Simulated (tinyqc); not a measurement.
Approximations to the ground state: Holstein polaron on two sites. Computed by tinyqc, a small Python program. Command: `OMP_NUM_THREADS=1 python tinyqc.py 3023261 3023262 out.jsonl holstein walk`. One thread of a shared host (Intel(R) Xeon(R) Processor @ 2.30GHz), about 0.01 s of CPU time with the checks.

One electron on sites 1 and 2: H = -t (c1+ c2 + c2+ c1) + hbar omega sum_i b_i+ b_i - g hbar omega sum_i n_i (b_i + b_i+). The symmetric phonon shifts the energy by -g^2 hbar omega/2 and drops out; with b = (b_1 - b_2)/sqrt(2) there remains H = -t sigma_x + hbar omega b+ b - (g hbar omega/sqrt(2)) sigma_z (b + b+). Parity splits it into blocks p = +1 and -1 over phonon numbers n. Zero-point energies are left out. Weights Z refer to mode b alone; the displaced symmetric mode multiplies the full zero-phonon weight by exp(-g^2/2).

Inputs (values chosen for the exercise, for a model dimer): hopping t = 180 meV; phonon energy hbar omega = 108 meV; coupling g = 2.33.

Method:
- Polaron binding energy E_p = g^2 hbar omega; ratio E_p/t (the adiabatic potential has two wells when it exceeds 1); adiabaticity hbar omega/t.
- Block p: H_nn = n hbar omega - p t (-1)^n - g^2 hbar omega/2, H_(n,n+1) = -(g hbar omega/sqrt(2)) sqrt(n + 1).
- Use 60 levels in both blocks; Z = c_0^2 is the weight of n = 0 in the ground state c; the splitting is the lowest odd level less the lowest even one, which without coupling is the smaller of 2t and hbar omega; <sigma_x> = sum (-1)^n c_n^2 measures the kinetic energy.
- Second order: E = -t - E_p/2 - (E_p/2) hbar omega/(hbar omega + 2t). Lang-Firsov: E = -E_p - t exp(-g^2). Variable displacement: E(x) = -E_p/2 - t exp(-g^2 x^2) - (E_p/2)(2x - x^2), minimised over 0 <= x <= 1. Adiabatic, classical lattice: E = -E_p/2 - t for E_p < t, else -E_p - t^2/(2 E_p); it leaves out the change of zero-point energy.

E_p = 586.3212 meV

E_p/t = 3.25734

ground-state energy = -618.820 meV

hbar omega/t = 0.6

Ground-state energy (meV):

| method | E | E - exact |
|---|---|---|
| second order in g | -540.81 | 78.007 |
| Lang-Firsov | -587.11 | 31.709 |
| variable displacement | -587.18 | 31.635 |
| adiabatic, classical | -613.95 | 4.869 |

best displacement x = 0.98268

What does the comparison show, and why?

Closest here is adiabatic, classical (+4.87 meV), furthest second order in g (+78.01 meV), at hbar omega/t = 0.60 and E_p/t = 3.26. Lang-Firsov and variable displacement are variational and lie above the exact value.

Extremes, crossings and ranges named in words are read from the listed rows.
